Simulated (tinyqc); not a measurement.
Coherent potential approximation for a binary alloy with a semi-elliptic band: sweeps and comparisons. A value that a table varies takes the place of the one given here.

Site levels eA = -x d (share 1 - x) and eB = (1 - x) d (share x), so that their mean, the virtual crystal, is 0. Pure band: G0(z) = 2 (z - sqrt(z - W) sqrt(z + W))/W^2 with principal roots, density -Im G/pi per site. The medium has a self-energy S(z), G = G0(z - S), z = E + i eta. t_i = (e_i - S)/(1 - (e_i - S) G); the CPA demands <t> = (1 - x) tA + x tB = 0. Iteration: start at S = 0, set S(new) = S + <t>/(1 + <t> G), stop when |<t>| < 1e-9 eV.

Parameters, chosen for this exercise: W = 4.4 eV (half width of the pure band); x = 0.45 (fraction of B); d = 1.21 eV (eB - eA); eta = 0.088 eV (broadening); E1 = -4.9 eV (first energy); dE = 0.72 eV (step); E = 1.8 eV (energy).

## Virtual crystal, CPA and unmixed bands

Fifteen energies E1 + j dE. Virtual crystal: G0(z). Unmixed: (1 - x) G0(z - eA) + x G0(z - eB), the limit of large separate grains.

Densities (1/eV) and self-energy (eV):

| E (eV) | virtual crystal | CPA | unmixed | Re S | Im S |
|---|---|---|---|---|---|
| -4.90 | 0.0037 | 0.0045 | 0.0136 | -0.1009 | -0.0044 |
| -4.18 | 0.0432 | 0.0533 | 0.0451 | -0.1311 | -0.0483 |
| -3.46 | 0.0866 | 0.0889 | 0.0797 | -0.1192 | -0.0853 |
| -2.74 | 0.1104 | 0.1095 | 0.1074 | -0.1030 | -0.1117 |
| -2.02 | 0.1257 | 0.1229 | 0.1237 | -0.0833 | -0.1329 |
| -1.30 | 0.1354 | 0.1312 | 0.1338 | -0.0601 | -0.1498 |
| -0.58 | 0.1406 | 0.1356 | 0.1392 | -0.0333 | -0.1617 |
| 0.14 | 0.1417 | 0.1365 | 0.1404 | -0.0038 | -0.1675 |
| 0.86 | 0.1390 | 0.1340 | 0.1376 | 0.0271 | -0.1661 |
| 1.58 | 0.1322 | 0.1280 | 0.1305 | 0.0574 | -0.1572 |
| 2.30 | 0.1205 | 0.1178 | 0.1183 | 0.0855 | -0.1411 |
| 3.02 | 0.1024 | 0.1021 | 0.0989 | 0.1102 | -0.1178 |
| 3.74 | 0.0735 | 0.0776 | 0.0630 | 0.1309 | -0.0857 |
| 4.46 | 0.0122 | 0.0289 | 0.0335 | 0.1420 | -0.0307 |
| 5.18 | 0.0026 | 0.0030 | 0.0051 | 0.0954 | -0.0034 |

d/W = 0.27. CPA and virtual crystal differ by at most 0.017 1/eV, at 4.46 eV, against a peak of 0.145 for the pure band. |Im S| is largest at 0.14 eV (Im S = -0.167 eV); where the density is near zero this is no damping of states. On these rows the CPA density keeps one maximum: the bands are amalgamated.

## Bowing of the band edge from disorder

For eta = 0 the CPA reads G = (1 - x)/(y - eA) + x/(y - eB) with y = E - W^2 G/4; the lower edge is the maximum of E(y) = y + W^2 G(y)/4 for y < eA. The virtual crystal puts it at -W. Second order: -W - 2 x (1 - x) d^2/W, from S = x (1 - x) d^2 G0(-W), G0(-W) = -2/W.

Lower edge (eV):

| x | edge | edge + W | second order | (edge + W)/(x (1 - x)) |
|---|---|---|---|---|
| 0.05 | -4.4210 | -0.0210 | -0.0316 | -0.4419 |
| 0.10 | -4.4410 | -0.0410 | -0.0599 | -0.4553 |
| 0.25 | -4.4941 | -0.0941 | -0.1248 | -0.5020 |
| 0.40 | -4.5349 | -0.1349 | -0.1597 | -0.5622 |
| 0.50 | -4.5533 | -0.1533 | -0.1664 | -0.6133 |
| 0.60 | -4.5627 | -0.1627 | -0.1597 | -0.6778 |
| 0.75 | -4.5532 | -0.1532 | -0.1248 | -0.8169 |
| 0.90 | -4.4965 | -0.0965 | -0.0599 | -1.0725 |
| 0.95 | -4.4582 | -0.0582 | -0.0316 | -1.2253 |

second-order coefficient = -0.6655 eV

Disorder pushes the edge below the virtual crystal, most at x = 0.6 (-163 meV). The coefficient runs from -0.442 at x = 0.05 to -1.225 eV at 0.95, against -0.665 in second order: it depends strongly on x and is largest in size where the low-lying A atoms are dilute and act as attractive impurities.

## When the band splits

x as given, d varied, eta as given. The density is taken at E = (eA + eB)/2 and at E = eA + eB = (1 - 2x) d, where S has its pole for well split bands; a gap shows as a density of the size of the broadening tail.

Between the two levels:

| d/W | d (eV) | density at the midpoint (1/eV) | density at (1 - 2x) d (1/eV) | Im S at the midpoint (eV) |
|---|---|---|---|---|
| 0.2 | 0.88 | 0.1390 | 0.1390 | -0.087 |
| 0.4 | 1.76 | 0.1304 | 0.1303 | -0.369 |
| 0.6 | 2.64 | 0.1149 | 0.1144 | -0.925 |
| 0.8 | 3.52 | 0.0910 | 0.0885 | -1.962 |
| 1.0 | 4.40 | 0.0597 | 0.0452 | -3.455 |
| 1.2 | 5.28 | 0.0226 | 0.0130 | -3.483 |
| 1.5 | 6.60 | 0.0049 | 0.0047 | -4.612 |
| 2.0 | 8.80 | 0.0020 | 0.0020 | -6.301 |

The midpoint density falls from 0.139 to 0.0020 1/eV; it first drops below a tenth of the pure peak (0.014) at d/W = 1.5. At (1 - 2x) d the density drops below that mark at d/W = 1.2, so the bands have parted by then (this mark lags the true splitting), and is least, 0.0020, at d/W = 2. For x = 1/2 the two coincide and the band splits at d = W exactly; here x = 0.45. The size of Im Sigma at the midpoint is largest at d/W = 2. It is a lifetime only where the density there is finite; for well separated bands, d/W above 1/(2 sqrt(x (1 - x))), S has a pole in the gap at (1 - 2x) d.

## What each parameter does

Converged values at E. Each row changes one parameter from the base and keeps the others.

Results:

| case | Re S (eV) | Im S (eV) | density (1/eV) |
|---|---|---|---|
| base | 0.0663 | -0.1530 | 0.1253 |
| W = 4.84 eV | 0.0539 | -0.1417 | 0.1166 |
| x = 0.5 | 0.0727 | -0.1473 | 0.1256 |
| d = 1.331 eV | 0.0811 | -0.1858 | 0.1245 |
| eta = 0.176 eV | 0.0645 | -0.1496 | 0.1228 |
| E = 2.24 eV | 0.0832 | -0.1427 | 0.1188 |

The largest shifts from the base row, up to three for each result and ties (the steps differ in size, so this ranks the rows, not the parameters). Re S (eV): E +0.0169, d +0.0149, W -0.0123. Im S (eV): d -0.0328, W +0.0113, E +0.0103. density (1/eV): W -0.0087, E -0.0065, eta -0.0026.

(tinyqc, `OMP_NUM_THREADS=1 python tinyqc.py 1450336 1450337 out.jsonl`, Intel(R) Xeon(R) Processor @ 2.30GHz, 1 thread, shared host, about 0.01 s.)
